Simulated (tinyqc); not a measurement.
Composition and lattice constants: virtual-crystal alloy A(1-x)B(x) in sp3s* tight binding.

sp3s* tight binding, nearest neighbours only: anion (a) at 0, cation (c) at a/4 (1,1,1), orbitals s, px, py, pz, s* on each; k in units of 2 pi/a. With phases e_j = exp(i (pi/2) k.n_j) for n = (1,1,1), (1,-1,-1), (-1,1,-1), (-1,-1,1): g0 = (e1+e2+e3+e4)/4, g1 = (e1+e2-e3-e4)/4, g2 = (e1-e2+e3-e4)/4, g3 = (e1-e2-e3+e4)/4. The diagonal holds the levels Esa, Epa, Exa (s*) and Esc, Epc, Exc. Anion-cation block: <sa|sc> = Vss g0; <sa|xc> = Vsapc g1; <xa|sc> = -Vscpa g1; <xa|xc> = Vxx g0; <xa|yc> = <ya|xc> = Vxy g3, <xa|zc> = <za|xc> = Vxy g2, <ya|zc> = <za|yc> = Vxy g1; <s*a|xc> = Vxapc g1; <xa|s*c> = -Vpaxc g1; y and z take g2 and g3 in place of g1; s-s* and s*-s* vanish.

Virtual crystal: a(x) = (1 - x) aA + x aB (Vegard); the six levels are averaged linearly; the seven couplings follow Harrison's rule, V(x) a(x)^2 = (1 - x) V_A aA^2 + x V_B aB^2. No spin-orbit coupling and no disorder. Gaps are measured from the top of the valence band at Gamma; the Delta value is the minimum on (kx,0,0) for kx from 0.5 to 1.

Inputs chosen for the exercise (A near a published set for Si, B for Ge; such sets place X and L only to about 0.5 eV; the results hold for these values, not for the real material): aA = 5.427 angstrom (lattice constant of A); aB = 5.658 angstrom (of B); pA = (-4.186, 1.712, -4.186, 1.712, 6.701, 6.701, -8.331, 1.716, 4.587, 5.744, 5.744, 5.385, 5.385) eV (order Esa, Epa, Esc, Epc, Exa, Exc, Vss, Vxx, Vxy, Vsapc, Vscpa, Vxapc, Vpaxc); pB = (-5.897, 1.614, -5.897, 1.614, 6.388, 6.388, -6.765, 1.61, 4.882, 5.481, 5.481, 5.237, 5.237) eV (the same for B); x = 0.57 (fraction of B).

Gaps of the alloy.

One parameter was then changed.

Results before and after:
```
case     gap Gamma (eV)  gap Delta (eV)  gap L (eV)  kx of the Delta minimum
base             2.2464          0.9542      1.4883                    0.772
changed          2.2600          0.9546      1.4943                    0.772
```

Which of these changes was made? (a) x = 0.62; (b) aA = 5.318 angstrom; (c) aB = 5.545 angstrom.
Answer: (c) aB = 5.545 angstrom. Of the candidates, run in turn, only this one gives the changed row.

All candidates:
```
case                 gap Gamma (eV)  gap Delta (eV)  gap L (eV)  kx of the Delta minimum
base                         2.2464          0.9542      1.4883                    0.772
x = 0.62                     2.0834          0.9340      1.4008                    0.776
aA = 5.318 angstrom          2.2347          0.9538      1.4832                    0.772
aB = 5.545 angstrom          2.2600          0.9546      1.4943                    0.772
```

The lattice constants enter only through the weights of the couplings.

Run: tinyqc, `OMP_NUM_THREADS=1 python tinyqc.py 1452006 1452007 out.jsonl`; Intel(R) Xeon(R) Processor @ 2.30GHz, one thread, shared host; about 0.06 s of CPU time with all checks.
